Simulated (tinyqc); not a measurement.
Inside a calculation. Model: chemically amplified photoresist: aerial image, acid generation, bake, development and line width. Computed by tinyqc, a small Python program that keeps every step. Command: `OMP_NUM_THREADS=1 python tinyqc.py 3023291 3023292 out.jsonl resist walk`. One thread of a shared host (Intel(R) Xeon(R) Processor @ 2.30GHz), about 0.03 s of CPU time with the checks. Intermediate numbers are printed to about 7 digits and carried at full precision; extremes and crossings named in words are read from the listed rows.

Lines and spaces of pitch p with a two-beam-like image; x = 0 is the middle of the bright space. The resist is positive and treated as uniform in depth.

Inputs (values chosen for the exercise, for a model resist at 248 nm):

| quantity | value | unit |
|---|---|---|
| pitch p | 330 | nm |
| image contrast c | 0.59 | - |
| mean dose E | 9.8 | mJ/cm^2 |
| Dill parameter C | 0.044 | cm^2/mJ |
| quencher load q, relative to the acid generator | 0.17 | - |
| acid diffusivity D | 16 | nm^2/s |
| bake time t | 45 | s |
| amplification rate k_amp | 0.064 | 1/s |
| threshold protection m_th | 0.5 | - |
| development selectivity n | 20 | - |
| largest rate r_max | 150 | nm/s |
| smallest rate r_min | 0.055 | nm/s |
| resist thickness d | 380 | nm |
| development time t_d | 30 | s |
| photon energy | 5 | eV |
| absorption coefficient alpha | 1.1 | 1/um |

## Acid image and its blur

Dose E(x) = E [1 + c cos(2 pi x/p)]; acid h = 1 - exp(-C E(x)). Bake: the acid image is blurred by a Gaussian of variance sigma^2 = 2 D t (each Fourier term k of h, taken on 64 points, is multiplied by exp(-4 pi^2 k^2 D t/p^2)). Cosine coefficients: h(x) = sum_k h_k cos(2 pi k x/p).

diffusion length sigma = sqrt(2 D t) = 37.94733 nm

h_0 to h_4 before the bake: 0.3397153  0.1666372  -0.0105700  0.0004476  -0.0000142

h_0 to h_4 after the blur: 0.3397153  0.1283556  -0.0037209  0.0000427  -0.0000002

blur factor of the first harmonic = 0.7702699

sigma/p = 0.115; the blur keeps 77 % of the modulation.

## From image to dissolution rate

The quencher then removes q, h_eff = max(h_blurred - q, 0); protection m = exp(-k_amp t h_eff). Mack rate r = r_max (a + 1)(1 - m)^n/(a + (1 - m)^n) + r_min, a = ((n + 1)/(n - 1))(1 - m_th)^n.

Across half a pitch:

| x/p | x (nm) | dose (mJ/cm^2) | blurred acid | protection m | rate (nm/s) |
|---|---|---|---|---|---|
| 0.00 | 0.0 | 15.58200 | 0.4643925 | 0.4283347 | 1.394781e+02 |
| 0.05 | 16.5 | 15.29901 | 0.4588035 | 0.4352851 | 1.368054e+02 |
| 0.10 | 33.0 | 14.47774 | 0.4423943 | 0.4563499 | 1.243054e+02 |
| 0.15 | 49.5 | 13.19857 | 0.4162702 | 0.4920091 | 8.316174e+01 |
| 0.20 | 66.0 | 11.58674 | 0.3823550 | 0.5424918 | 1.997633e+01 |
| 0.25 | 82.5 | 9.80000 | 0.3434359 | 0.6068367 | 1.155240e+00 |
| 0.30 | 99.0 | 8.01326 | 0.3030960 | 0.6815972 | 7.131983e-02 |
| 0.35 | 115.5 | 6.40143 | 0.2654604 | 0.7596284 | 5.505900e-02 |
| 0.40 | 132.0 | 5.12226 | 0.2347370 | 0.8299063 | 5.500006e-02 |
| 0.45 | 148.5 | 4.30099 | 0.2146064 | 0.8794431 | 5.500000e-02 |
| 0.50 | 165.0 | 4.01800 | 0.2075959 | 0.8973798 | 5.500000e-02 |

The dose varies by a factor 3.88 across the pattern and the rate by 2540.

## Space width and dose latitude

Edge: vertical development clears the film where r t_d >= d; the space width is twice the x where r = d/t_d. Dose sensitivity = d ln(width)/d ln E from widths at 1.005 E and E/1.005; image log-slope at the edge = |d ln E/dx|, normalised by the width (NILS); latitude for 10 % of width = 10 %/sensitivity.

space width = 138.4551 nm

dose sensitivity = 1.808137

NILS = 1.312354

dose latitude = 5.530553 %

At the same width a resist without blur would give a sensitivity 2/NILS = 1.524; the blur multiplies it by 1.19. Caution: lateral development, standing waves and the joint diffusion of acid and quencher are left out, so widths are indicative.

## Photon statistics at the edge

The edge lies at x = width/2. Absorbed photons per volume N = E(edge) alpha/(photon energy), 1 mJ/cm^2 = 62.41509 eV/nm^2, alpha in 1/nm; a Gaussian blur averages over a volume V = (2 sqrt(pi) sigma)^3; relative noise 1/sqrt(N V); edge noise sigma_x = (dh/d ln E) noise/|dh/dx|, with both derivatives of the blurred acid at the edge.

absorbed photons N = 0.1544176 1/nm^3

photons in the blur volume = 375885.4

edge noise from photons = 0.2041452 nm

Caution: the noise counts photons alone (acid and quencher statistics add to it) and takes the film as thicker than the blur; a thinner film averages in two dimensions only.

## Blur against noise

For each sigma the edge is held at x = p/4; N is taken at the mean dose; edge noise = (dh/d ln E)/(sqrt(N V) |dh/dx|), both derivatives taken of the blurred acid, V = (2 sqrt(pi) sigma)^3, N = E alpha/(photon energy), 1 mJ/cm^2 = 62.41509 eV/nm^2.

Trade-off:

| sigma/p | sigma (nm) | blur factor | photons in V | edge noise (nm) |
|---|---|---|---|---|
| 0.02 | 6.6 | 0.9921354 | 1.723396e+03 | 2.156292 |
| 0.04 | 13.2 | 0.9689108 | 1.378716e+04 | 0.775578 |
| 0.07 | 23.1 | 0.9078082 | 7.389058e+04 | 0.352355 |
| 0.10 | 33.0 | 0.8208687 | 2.154244e+05 | 0.224640 |
| 0.14 | 46.2 | 0.6791668 | 5.911247e+05 | 0.161261 |
| 0.18 | 59.4 | 0.5275296 | 1.256355e+06 | 0.141161 |
| 0.22 | 72.6 | 0.3846668 | 2.293839e+06 | 0.142761 |
| 0.27 | 89.1 | 0.2371676 | 4.240199e+06 | 0.170103 |
| 0.33 | 108.9 | 0.1165308 | 7.741708e+06 | 0.256164 |

The noise is least near sigma/p = 0.18 among these rows. More diffusion averages over more photons (noise falls as sigma^(-3/2)) until it erases the image slope (factor exp(-2 pi^2 sigma^2/p^2)); for a pure cosine the two balance at sigma/p = sqrt(3/8)/pi = 0.195. Caution: for a film thinner than the blur the noise falls as 1/sigma only, and the optimum moves to sigma/p = 1/(2 pi) = 0.159.

Checks made by the program: sensitivity 2/NILS in the limit of no diffusion (relative difference 2e-06).
